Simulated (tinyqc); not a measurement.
Planar ballistic transistor, top-of-the-barrier model: two steps of the calculation.

At the top of the source barrier, states moving towards the drain are filled by the source (Fermi level 0) and states moving back by the drain (Fermi level -q Vd); nothing scatters. U is the shift of the band edge there, set by the capacitances CG, CD and CS (the total) and by the charge. Parabolic two-dimensional band; the source is grounded.

Parameters, values chosen for the exercise; mass and valleys close to those of silicon (two valleys): temperature T = 77 K; effective mass m = 0.189 m0; valley degeneracy gv = 2; relative permittivity of the gate insulator eox = 22; insulator thickness tox = 2 nm; gate control CG/CS aG = 0.96; drain control CD/CS aD = 0.026; band edge at the barrier top above the source Fermi level at zero bias E0 = 0.3 eV; gate voltage Vg = 0.7 V; drain voltage Vd = 0.7 V.

Constants: q = 1.602176634e-19 C, kB = 1.380649e-23 J/K, hbar = 1.054571817e-34 J s, m0 = 9.1093837015e-31 kg, Vt = kB T/q, eps0 = 8.8541878128e-14 F/cm where lengths are in cm. Results are converted to the units shown.

Problem 1. Density of states, capacitances and charge at zero bias. N0 = gv m kB T/(pi hbar^2), CG = eps0 eox/tox, vT = sqrt(2 kB T/(pi m)), CS = CG/aG, n0 = n at U = 0 and Vd = 0. eta1 = -(E0 + U)/Vt, eta2 = eta1 - Vd/Vt, n = (N0/2)[F_0(eta1) + F_0(eta2)], F_0(x) = ln(1 + exp x). UL = -(aG Vg + aD Vd).

Find: N0; CG; CS; n0; UL.

Solution 1.

N0 = 1.048e12 cm^-2
CG = 9.740 uF/cm^2
CS = 10.15 uF/cm^2
n0 = 2.425e-8 cm^-2
UL = -0.6902 eV

Problem 2. Self-consistent potential at the barrier top. U(out) = UL + q (n - n0)/CS. Newton step: U(new) = U + (U(out) - U)/(1 + CQ/CS), CQ = (q/Vt) dn/d(eta1) with both F' summed; F_0'(x) = 1/(1 + exp(-x)).

U at the start (U = UL) = -0.6902 eV
N0 = 1.0477378e12 cm^-2
CS = 10.145424 uF/cm^2
n0 = 2.4252314e-8 cm^-2
UL = -0.6902 eV

Find: eta1; eta2; n; U(out); CQ; U after iteration 1.

Solution 2.

eta1 = 58.806
eta2 = -46.689
n = 3.0807e13 cm^-2
U(out) = -0.20370 eV
CQ = 12.649 uF/cm^2
U after iteration 1 = -0.47367 eV

Program tinyqc, `OMP_NUM_THREADS=1 python tinyqc.py 2400028 2400029 out.jsonl`; Intel Xeon 2.30GHz, shared host, one thread, about 0.01 s.
